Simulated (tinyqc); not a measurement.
Thermoelectric coefficients with energy filtering, Landauer integrals: two steps of the calculation.

Bulk parabolic band, x = (E - Ec)/kB T, C = hbar^2/(2 m0), kB T in eV. Modes per area gv m kB T x/(4 pi C) times the back-scattering length l0 x^rr give the transport function s0 X(x), s0 = (2 q^2/h) gv m kB T l0/(4 pi C), X = x^(1 + rr), multiplied by tb for x < xb. I_k = int X (x - eta)^k w dx, w = 1/(4 cosh^2((x - eta)/2)).

Inputs (values chosen for the exercise):
- T = 400 K (temperature)
- rr = 2 (energy exponent of that length)
- kL = 1 W/(m K) (lattice thermal conductivity)
- eta = 3.8 (reduced Fermi level (EF - Ec)/kB T)
- xb = 3.5 (barrier height over kB T, above Ec)
- tb = 0.2 (share of the transport function left below the barrier)
- xa = 0 (lower end of the grid)
- xe = 14 (upper end of the grid)
- nE = 13 (points of the grid)

Task 1. The three integrals on a coarse grid. Simpson's rule on nE equally spaced points from xa to xe.

Give: x; X; w; X w; I_0, I_1, I_2 on this grid.

Result 1.

```
point       x        X          w       X w
0       0.000        0   0.021402         0
1       1.167  0.31759   0.062532  0.019860
2       2.333   2.5407    0.15231   0.38699
3       3.500   42.875    0.24446    10.481
4       4.667   101.63    0.20836    21.176
5       5.833   198.50    0.10235    20.316
6       7.000   343.00   0.037632    12.908
7       8.167   544.67   0.012377    6.7415
8       9.333   813.04  0.0039217    3.1885
9      10.500   1157.6  0.0012279    1.4214
10     11.667   1588.0  3.8302e-4   0.60822
11     12.833   2113.6  1.1934e-4   0.25222
12     14.000   2744.0  3.7168e-5   0.10199
```

I_0, I_1, I_2 on this grid: 90.831  187.24  688.73

Task 2. Power factor and figure of merit. Power factor S^2 sigma, ZT = S^2 sigma T/(kappa_e + kL).

sigma = 2464.6944 S/cm
S = -190.74539 uV/K
kappa_e = 2.3391643 W/(m K)

Give: power factor; ZT; electronic share of kappa.

Result 2.

power factor = 8.967 mW/(m K^2)
ZT = 1.074
electronic share of kappa = 70.05 %

Range of the model: Parabolic bands, elastic scattering and a fixed kL make these model figures, not those of a material.

Numbers from tinyqc (`OMP_NUM_THREADS=1 python tinyqc.py 2800132 2800133 out.jsonl`; about 0.02 s on one thread of a shared Intel Xeon 2.30GHz).
